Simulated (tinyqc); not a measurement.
Inside a calculation: carbon nanotube by zone folding. Values are carried at full precision from step to step, so a last printed digit may differ when a step is redone from the rounded ones.

Circumference C = n a1 + m a2, a = sqrt3 acc; d = a sqrt(n^2 + nm + m^2)/pi; tan(theta) = sqrt3 m/(2n + m); dR = gcd(2n + m, 2m + n); T = t1 a1 + t2 a2 with t1 = (2m + n)/dR, t2 = -(2n + m)/dR, |T| = sqrt3 pi d/dR; N = 2 (n^2 + nm + m^2)/dR hexagons a cell. On cutting line mu = 0 to N - 1 at x = k|T|/(2 pi) the phases are p1 = 2 pi (-t2 mu + m x)/N, p2 = 2 pi (t1 mu - n x)/N, and E = -/+ t |1 + exp(i p1) + exp(i p2)|.

Constants: hbar^2/2m0 = 3.80998211 eV angstrom^2.

Inputs chosen for the exercise (near those used for carbon; shifted at random, so the results belong to these values and not to a real crystal):
- n = 8 (chiral index)
- m = 1 (chiral index)
- acc = 1.44 angstrom (bond length)
- t = 2.63 eV (hopping)
- mu = 49 (cutting line)
- x = 0.05 (position on the line)

## Geometry

Form d, theta, dR, t1, t2, N and |T|, and (n - m) mod 3.

d = 6.783 angstrom
theta = 5.82 degrees

dR, t1, t2, N: 1  10  -17  146

|T| = 36.910 angstrom
(n - m) mod 3 = 1

The nearest line misses K by a third of the spacing 2/d: semiconducting in zone folding; chiral, 292 atoms a cell. Below about 8 angstrom curvature mixes sigma and pi states and zone folding fails.

## One point of one line

Form the phases and the energy.

p1, p2 (rad): 35.85074  21.07019

E of the upper band = 0.5391 eV

## Band edges

The three lowest distinct minima of E along the lines, doubled (the transition between mirror bands), against the cone: 2 t acc j/d with j = 1, 2, 4 for semiconducting and 0, 3, 3 for metallic tubes.

Transitions (eV):

| order | zone folding | cone |
|---|---|---|
| 1 | 1.0758 | 1.1166 |
| 2 | 2.3542 | 2.2333 |
| 3 | 3.6801 | 4.4666 |

Trigonal warping puts the first transition -3.7 % and the second +5.4 % from the cone; the two lines lie on opposite sides of K, where the contours bend oppositely. Measured optical lines also hold self-energy and exciton terms.

## Mass at the first band edge

Cone estimate: E^2 = (Eg/2)^2 + (hbar v k)^2, hbar v = 3 t acc/2, Eg = 2 t acc/d, so m/m0 = c Eg/(hbar v)^2, c = hbar^2/2m0.

hbar v = 5.6808 eV angstrom
Eg = 1.1166 eV
mass = 0.1318 m0

Computed by tinyqc, a small Python program: `OMP_NUM_THREADS=1 python tinyqc.py 1482028 1482029 out.jsonl` (the numbers bound the seed that draws the inputs); one thread of a shared host (Intel(R) Xeon(R) Processor @ 2.30GHz), about 0.03 s for the whole set of steps.
